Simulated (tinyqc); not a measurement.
Worked calculation: Hall effect and magnetoresistance of several carrier groups with constant relaxation times. Computed by tinyqc, a small Python program that keeps every step. Command: `OMP_NUM_THREADS=1 python tinyqc.py 3011665 3011666 out.jsonl hall2 walk`. One thread of a shared host (Intel(R) Xeon(R) Processor @ 2.30GHz), about 0.01 s of CPU time with the checks. Intermediate numbers are printed to about 5 digits and carried at full precision; extremes and crossings named in words are read from the listed rows.

Group 1 has charge -e and group 2 charge +e; s_i is that sign. B lies along z; mu B is formed with mu in m^2/(V s).

Inputs (values chosen for the exercise, for a model conductor): density n1 = 2.4e+12 1/cm^2; mobility mu1 = 3000 cm^2/(V s); density n2 = 7.3e+13 1/cm^2; mobility mu2 = 77 cm^2/(V s); magnetic field B = 6.8 T.

Carriers: electrons and holes. Densities: per area (a thin layer).

Constants: e = 1.602176634e-19 C.

## Conductivity of each group

sigma_xx = sum n_i e mu_i/(1 + mu_i^2 B^2); sigma_xy = sum s_i n_i e mu_i^2 B/(1 + mu_i^2 B^2).

Parts (S):
```
group       mu B    sigma_xx     sigma_xy
group 1     2.04  2.2349e-04  -4.5592e-04
group 2  0.05236  8.9812e-04   4.7026e-05
```

sigma_xx = 0.0011216 S

sigma_xy = -4.0889e-04 S

sigma at B = 0 = 0.0020542 S

## Resistivity, Hall coefficient and magnetoresistance

rho_xx = sigma_xx/(sigma_xx^2 + sigma_xy^2); Hall coefficient R_H = sigma_xy/(B (sigma_xx^2 + sigma_xy^2)), with B in V s/cm^2 (1 T = 1e-4 V s/cm^2); magnetoresistance MR = rho_xx(B)/rho_xx(0) - 1. Apparent density 1/(e |R_H|); Hall mobility |R_H|/rho_xx.

rho_xx = 786.98 ohm

Hall coefficient R_H = -4.2191e+05 cm^2/C

magnetoresistance MR = 61.658 %

apparent density = 1.4793e+13 1/cm^2

Hall mobility = 536.12 cm^2/(V s)

A one-carrier reading would report electrons of density 1.48e13, against n1 = 2.4e12 and n2 = 7.3e13.

## Limits of weak and strong field

Weak field: R_H(0) = sum s_i n_i mu_i^2/(e (sum n_i mu_i)^2); MR = c B^2 with c = n1 n2 mu1 mu2 (s1 mu1 - s2 mu2)^2/(n1 mu1 + n2 mu2)^2. Strong field: R_H = 1/(e sum s_i n_i); rho_xx saturates at (n1/mu1 + n2/mu2)/(e (sum s_i n_i)^2).

R_H at weak field = -8.0373e+05 cm^2/C

coefficient c = 0.023311 1/T^2

R_H at strong field = 88407 cm^2/C

saturation MR = 144.07 %

R_H changes sign between weak and strong field: the faster group rules at weak field, the denser one at strong field.

## Field dependence

rho_xx = sigma_xx/(sigma_xx^2 + sigma_xy^2); Hall coefficient R_H = sigma_xy/(B (sigma_xx^2 + sigma_xy^2)), with B in V s/cm^2 (1 T = 1e-4 V s/cm^2); magnetoresistance MR = rho_xx(B)/rho_xx(0) - 1.

Against the field:
```
B (T)  mu1 B  rho_xx (ohm)  R_H (cm^2/C)      MR (%)
0.17   0.051         487.1   -8.0331e+05  6.7337e-02
0.5     0.15         489.6   -8.0013e+05  5.8042e-01
1.3     0.39         505.5   -7.7998e+05  3.8347e+00
3.3     0.99         591.9   -6.7008e+05  2.1583e+01
8.3     2.49         856.5   -3.3347e+05  7.5940e+01
20         6        1094.3   -3.0988e+04  1.2479e+02
50        15        1171.3    6.6884e+04  1.4059e+02
130       39        1185.6    8.5156e+04  1.4354e+02
400      120        1187.9    8.8062e+04  1.4401e+02
```

R_H changes sign between 20.0 and 50.0 T. MR starts as B^2.00 and ends as B^0.00; it saturates at 144 %. One group alone would show no magnetoresistance in this model. The rows with mu1 B well above 1 show the semiclassical limit; Landau quantisation is left out. Fields above 100 T are beyond ordinary laboratory magnets.

## Back from four measured limits to the two groups

With z_i = s_i mu_i and w_i = s_i n_i the moments M_k = w1 z1^k + w2 z2^k are M_(-1) = (1 + MR_sat) M_0^2/M_1, M_0 = 1/(e R_strong), M_1 = sigma(0)/e, M_2 = R_weak sigma(0)^2/e. The z_i are the roots of z^2 + p z + q with M_2 + p M_1 + q M_0 = 0 and M_1 + p M_0 + q M_(-1) = 0; then w follows from M_0 and M_1. Group 1 is the faster.

p and q: [2923, -231000]

signed mobilities s_i mu_i (cm^2/(V s)): [-3000, 77]

densities (1/cm^2): [2.4000e+12, 7.30e+13]

Checks made by the program: weak-field formulas against the tensor at mu1 B = 1e-3 (relative difference 2e-07); recovered mobilities and densities against the inputs (relative difference below 1e-10).
